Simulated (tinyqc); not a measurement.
Six-transistor SRAM cell, nodal equations and margins: one step of the calculation.

Two cross-coupled inverters (pull-down bn, pull-up bp) hold the nodes Q and QB; access transistors (ba, threshold VTn, gate on the word line at Vdd when selected) join them to the bit lines. Transistor (EKV form, voltages against the body): I = 2 n b Vt^2 [F(vp - Vs) - F(vp - Vd)] from drain to source, F(v) = ln^2(1 + exp(v/(2 Vt))), vp = (Vg - VT + sg |Vd - Vs|)/n. n-channel bodies are at 0; for the p-channel device all voltages are counted down from Vdd. b in uA/V^2 gives I in uA. For an access transistor the bit line is the drain and the node the source. In a read both bit lines are at Vdd. The cell is symmetric (no mismatch).

Problem. Node voltages in a read by Newton steps. F1 = In(gate QB, drain Q) - Ip(gate QB, drain Q) - Ia(bit line, Q), F2 the same with Q and QB exchanged; J by central differences with +/- 1e-6 V; solve J d = -F, limit each component to +/- 0.15 V and add.

Parameters, values chosen for the exercise:
- T = 273 K (temperature)
- Vdd = 0.7 V (supply voltage)
- n = 1.14 (slope factor)
- sg = 0.081 (drain-induced barrier lowering)
- VTn = 0.38 V (n-channel threshold)
- VTp = 0.41 V (p-channel threshold (magnitude))
- bn = 170 uA/V^2 (gain factor of the pull-down transistor)
- ba = 140 uA/V^2 (gain factor of the access transistor)
- bp = 49 uA/V^2 (gain factor of the pull-up transistor)

Constants: q = 1.602176634e-19 C, kB = 1.380649e-23 J/K, Vt = kB T/q. Results are converted to the units shown.

(Q, QB) at the start (V): Q 0.00000000, QB 0.70000000

Find: F1, F2; J; (Q, QB) after iteration 1.

Solution.

F1, F2 (uA): -8.716  0.000

J (uS):
```
        Q    QB
F1  110.7   0.0
F2    0.0  14.2
```

(Q, QB) after iteration 1 (V): Q 0.0787, QB 0.7000

Program tinyqc, `OMP_NUM_THREADS=1 python tinyqc.py 2340015 2340016 out.jsonl`; Intel Xeon 2.30GHz, shared host, one thread, about 0.1 s.
